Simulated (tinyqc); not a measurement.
Heated strip on a layer stack, thermal resistances with spreading: one step of the calculation.

A long strip of width ws dissipates Pw per length on three layers over a heat sink. Heat is taken to spread at 45 degrees, so the width of the flow grows by twice the depth: w1 = ws + 2 t1, w2 = w1 + 2 t2, w3 = w2 + 2 t3 at the bottoms of the layers. This is a rule of thumb, not a solution of the heat equation.

Question. Temperatures. From the sink upward: Ta = T0 + Pw R3; across layer 2 the Kirchhoff transform gives Tb^(1-p) = Ta^(1-p) + (1 - p)(300 K)^(-p) Pw R2; Tc = Tb + Pw Rboundary; Tj = Tc + Pw R1. With constant k2, Tj would be T0 + Pw times the sum of the resistances.

Parameters, values chosen for the exercise; conductivities close to those of gallium nitride (layer 1), diamond (layer 2) and solder (layer 3):
- T0 = 323 K (heat-sink temperature)
- Pw = 0.82 W/mm (power per length of the strip)
- k2 = 1880 W/(m K) (conductivity of layer 2 at 300 K)
- p = 0.9 (exponent in k2(T) = k2 (300 K/T)^p)

resistance times length (K mm/W): layer 1 0.91337627, boundary 1.8292683, layer 2 0.86020346, layer 3 0.75804365

Wanted: temperatures; Tj with constant k2.

Answer.

temperatures (K): Ta 323.6, Tb 324.4, Tc 325.9, Tj 326.6
Tj with constant k2 = 326.6 K

The rise Tj - T0 is 3.63 K, 1.4 % above the value for constant k2.

Numbers from tinyqc (`OMP_NUM_THREADS=1 python tinyqc.py 2520057 2520058 out.jsonl`; about 0.01 s on one thread of a shared Intel Xeon 2.30GHz).
